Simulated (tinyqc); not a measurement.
# In-plane mass from two subband densities

Question. At zero temperature each occupied subband holds N_k = D (EF - E_k), D = md m0 q/(pi hbar^2) per eV. Two subbands are occupied. Find md, EF - E1 and EF - E2.

Constants: q = 1.602176634e-19 C, hbar = 1.054571817e-34 J s, m0 = 9.1093837015e-31 kg. Results are converted to the units shown.

N1, N2 (cm^-2): 8.2580376e11  1.1e11
E2 - E1 = 21.5 meV

Answer. N1 - N2 = D (E2 - E1) gives D and so md; each N_k/D is a distance to EF.

md = 0.0797 m0
EF - E1 = 24.8 meV
EF - E2 = 3.30 meV

Program tinyqc, `OMP_NUM_THREADS=1 python tinyqc.py 2140061 2140062 out.jsonl`; Intel Xeon 2.30GHz, shared host, one thread, about 0.2 s.
